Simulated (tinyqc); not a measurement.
Doping and thickness from pinch-off voltage and conductance.

Inverse problem. A uniform channel has Vp = q Nd a^2/(2 eps0 eps_r) and G0 = q mu Nd a W/L. Find a and Nd.

Inputs (values chosen for the exercise); material values close to those of indium phosphide: relative permittivity of the semiconductor eps_r = 12.3; low-field mobility at this doping mu = 2000 cm^2/(V s); gate length L = 10 um; gate width W = 50 um.

Constants: q = 1.602176634e-19 C, eps0 = 8.8541878128e-14 F/cm where lengths are in cm. Results are converted to the units shown.

Vp = 3.1717965 V
G0 = 4.9347040 mS

Answer. G0 gives the product Nd a and Vp gives Nd a^2; their ratio is a.

a = 140 nm
Nd = 2.20e17 cm^-3

tinyqc, about 0.07 s, one thread, Intel Xeon 2.30GHz (shared host): `OMP_NUM_THREADS=1 python tinyqc.py 2500117 2500118 out.jsonl`
